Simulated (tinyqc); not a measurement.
X-ray reflectivity of a thin film on silicon: critical angles, Parratt recursion, fringes and roughness: one step, computed by the program tinyqc. Command: `OMP_NUM_THREADS=1 python tinyqc.py 3120258 3120259 out.jsonl xrr walk`. One thread of a shared host (Intel(R) Xeon(R) Processor @ 2.30GHz), about 0.01 s of CPU time with the checks.

n = 1 - delta + i beta; the classical electron radius is r_e = 2.8179403e-6 nm. Layer 0 is vacuum, 1 the film, 2 the substrate.

Question. Optical constants. delta = r_e lambda^2 rho_e/(2 pi), rho_e = density x electrons per mass x N_A; critical angle sqrt(2 delta), q_c = 4 sqrt(pi r_e rho_e).

Inputs (values chosen for the exercise, modelled on TaN on silicon, copper K-alpha radiation):
```
quantity                                        value    unit
wavelength lambda                             0.15406      nm
film density rho                                 14.4  g/cm^3
effective electrons per unit mass, film         0.411   mol/g
beta/delta, film                                0.086       -
substrate density                                2.33  g/cm^3
effective electrons per unit mass, substrate    0.507   mol/g
beta/delta, substrate                           0.023       -
```

Constants: N_A = 6.02214076e+23 1/mol.

Give: the table «Constants» with the columns rho_e (1/nm^3), delta, beta, critical angle (degrees), q_c (1/nm), for layer = film, substrate.

Answer.

Constants:
```
layer      rho_e (1/nm^3)       delta        beta  critical angle (degrees)  q_c (1/nm)
film               3564.1  3.7939e-05  3.2628e-06                   0.49909     0.71052
substrate           711.4  7.5726e-06  1.7417e-07                   0.22298     0.31744
```
